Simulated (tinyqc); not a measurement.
Mesh and choice of bands: charge neutrality level from zone-averaged pseudopotential bands.

Empirical pseudopotential on the fcc lattice, atoms at +/- tau, tau = a (1,1,1)/8, no spin-orbit coupling. H(G,G') = c (2 pi/a)^2 |k + G|^2 delta + VS(q) cos(q.tau) + i VA(q) sin(q.tau), q = G - G', c = hbar^2/2m0; k and G in units of 2 pi/a; VS at |q|^2 = 3, 8, 11 and VA at 3, 4, 11, in rydberg, zero elsewhere. At each k the basis holds all G with |k + G|^2 up to 16; energies are counted from the fourth level at Gamma.

Mesh: k = sum_i (n_i + 1/2)/N b_i, n_i = 0 ... N - 1, b = (-1,1,1), (1,-1,1), (1,1,-1); points with the same sorted |kx|, |ky|, |kz| after folding to the shortest k + G are joined, with their count as weight. Neutrality (branch-point) level: E_N = (1/2) mean over k of [E5 + (E3 + E4)/2], E_n the n-th level from below.

Constants: hbar^2/2m0 = 3.80998211 eV angstrom^2; Ry = 13.60569312 eV.

Values chosen for the exercise (out of a larger set: classic local form factors of the size used for GaAs, without spin-orbit coupling; not measured data): a = 5.646 angstrom (lattice constant); VS = (-0.23, 0.01, 0.06) Ry (symmetric form factors); VA = (0.071, 0.051, 0.009) Ry (antisymmetric form factors).

E_N with E5 alone, and with (E5 + E6)/2 in its place.

Results:
```
N  joined points  E_N (eV)  E_N, two conduction bands (eV)
1              1    0.3856                          1.2059
2              2    0.3524                          1.0507
3              6    0.5928                          0.9601
4             10    0.5640                          0.9740
5             19    0.5724                          0.9656
```

For scale, the lowest gap of this set is 1.45 eV. Against N = 5 the errors are -187, -220, +20 and -8 meV for N = 1 to 4 (N = 1 is the L point alone). Taking the second conduction band in moves E_N by +0.39 eV, more than the mesh error at N = 2: the definition, not the mesh, limits the estimate. Local form factors place the indirect gaps only to a few tenths of an eV, and E_N moves with them.

Program tinyqc; command `OMP_NUM_THREADS=1 python tinyqc.py 1850716 1850717 out.jsonl`; about 0.1 s on one thread of a shared Intel(R) Xeon(R) Processor @ 2.30GHz.
